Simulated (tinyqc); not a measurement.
Inside a calculation: quaternary alloy A(x)B(1-x)C(y)D(1-y) matched to a substrate. Values are carried at full precision from step to step, so a last printed digit may differ when a step is redone from the rounded ones.

Matching a(x,y) = a_s gives x = (a_s - y a_BC - (1 - y) a_BD)/(y (a_AC - a_BC) + (1 - y)(a_AD - a_BD)).
Constants: hc = 1239.841984 eV nm.

Parameters, chosen for this exercise (AC, AD, BC, BD near GaAs, GaSb, InAs and InSb; substrate near InP; not measured data):
- a = (5.652, 6.09, 6.052, 6.47) angstrom (lattice constants of AC, AD, BC, BD)
- a_s = 5.871 angstrom (substrate)
- y = 0.6 (fraction of C)
- Eg = (1.515, 0.82, 0.422, 0.234) eV (gaps at Gamma of AC, AD, BC, BD)
- Cb = (0.437, 0.398, 1.606, 0.69) eV (bowing of ABC, ABD, ACD, BCD)
- dx = -0.012 (error of x in growth)

## The matched composition

Give numerator, denominator and x.

numerator = -0.34820 angstrom
denominator = -0.39200 angstrom
x = 0.8883

## The gap by rule 1

Q(x,y) = x y Q_AC + x (1 - y) Q_AD + (1 - x) y Q_BC + (1 - x)(1 - y) Q_BD for the lattice constant. Gap, rule 1: Q(x,y) - x (1 - x)[y C_ABC + (1 - y) C_ABD] - y (1 - y)[x C_ACD + (1 - x) C_BCD]. Rule 2 (mean of ternaries): {x (1 - x)[y T_ABC(x) + (1 - y) T_ABD(x)] + y (1 - y)[x T_ACD(y) + (1 - x) T_BCD(y)]}/{x (1 - x) + y (1 - y)}, T_ABC(x) = x E_AC + (1 - x) E_BC - C_ABC x (1 - x), T_ACD(y) = y E_AC + (1 - y) E_AD - C_ACD y (1 - y), and alike. Only the Gamma valley is followed.

Give the four weights, the bilinear part, the two bowing terms, the gap and hc/gap.

weights of AC, AD, BC, BD: 0.5330  0.3553  0.0670  0.0447

bilinear part = 1.1375 eV

bowing terms (eV): 0.0418  0.3609

gap = 0.7348 eV
wavelength = 1687 nm

## The gap by rule 2

Give the four ternary gaps and their weighted mean.

T_ABC, T_ABD, T_ACD, T_BCD (eV): 1.3495  0.7150  0.8516  0.1812

gap = 0.8700 eV

Rule 2 lies 135 meV above rule 1: it averages the two bowing terms where rule 1 adds them. Both agree on the ternary edges.

## An error in composition

Replace x by x + dx; mismatch (a_s - a)/a and change of the relaxed gap by rule 1.

a = 5.8757 angstrom
mismatch = -0.080 %
change of the gap = -11.9 meV

The layer would be under compression; the strain shift of the gap is not included.

## Checks

- Lattice constant at the matched composition against a_s (angstrom): both 5.8710.
- Rule 2 as a mean of ternaries against its form with averaged bowing (eV): both 0.8700.

Run: tinyqc, `OMP_NUM_THREADS=1 python tinyqc.py 1050158 1050159 out.jsonl`; Intel(R) Xeon(R) Processor @ 2.30GHz, one thread, shared host; about 0.01 s of CPU time with all checks.
